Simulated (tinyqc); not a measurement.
Keating valence-force model of a tetrahedral crystal: one step, computed by the program tinyqc. Command: `OMP_NUM_THREADS=1 python tinyqc.py 3009803 3009804 out.jsonl keating walk`. One thread of a shared host (Intel(R) Xeon(R) Processor @ 2.30GHz), about 0.02 s of CPU time with the checks.

Atom A sits at 0 and atom B at a/4 (1,1,1) of an fcc lattice; the four bonds from A are t = a/4 (1,1,1), a/4 (1,-1,-1), a/4 (-1,1,-1), a/4 (-1,-1,1), of length d = sqrt(3) a/4. Energy: E = (3 alpha/(8 d^2)) sum over bonds (r.r - d^2)^2 + (3 beta/(8 d^2)) sum over pairs of bonds at one atom (r_i.r_j + d^2/3)^2, with beta_A for the six pairs at A and beta_B for the six at B. The cell holds two atoms, Omega = a^3/4. 1 N/m = 1 J/m^2. With constants fitted to the elastic moduli this model puts optical and zone-boundary frequencies of real crystals too high, by up to about 20 % in elemental crystals and up to about 50 % in compounds, and mostly by more for TA modes; in compounds the lattice part of the static dielectric constant then comes out too low.

Task: Frequencies at q. Diagonalise the Hermitian matrix D. An eigenvalue lambda of D in eV/(angstrom^2 u) gives nu = 15.6333042 THz x sqrt(lambda). The weight on A is the sum of |e|^2 over the three components of atom A.

Structure: zinc blende.

D(q) (eV/(angstrom^2 u)), rows A x, A y, A z, B x, B y, B z:
$$\begin{pmatrix}
1.187878 & 0.038629+0.018058i & 0.023450+0.033251i & -1.144580+0.045127i & 0.121359-0.077216i & 0.070261-0.133371i \\
0.038629-0.018058i & 1.076726 & 0.011990+0.006854i & 0.121359-0.077216i & -1.144580+0.045127i & 0.021124-0.443613i \\
0.023450-0.033251i & 0.011990-0.006854i & 1.075430 & 0.070261-0.133371i & 0.021124-0.443613i & -1.144580+0.045127i \\
-1.144580-0.045127i & 0.121359+0.077216i & 0.070261+0.133371i & 2.777683 & 0.090329-0.042226i & 0.054835-0.077752i \\
0.121359+0.077216i & -1.144580-0.045127i & 0.021124+0.443613i & 0.090329+0.042226i & 2.517769 & 0.028038-0.016026i \\
0.070261+0.133371i & 0.021124+0.443613i & -1.144580-0.045127i & 0.054835+0.077752i & 0.028038+0.016026i & 2.514739
\end{pmatrix}$$

Constants: nu for 1 eV/(angstrom^2 u) = 15.6333042 THz.

Give: frequencies; weights on atom A.

Result:

frequencies (THz): [8.67, 9.19, 12.61, 27.94, 28.12, 28.91]

weights on atom A: [0.7424, 0.7489, 0.7953, 0.2479, 0.2556, 0.2098]
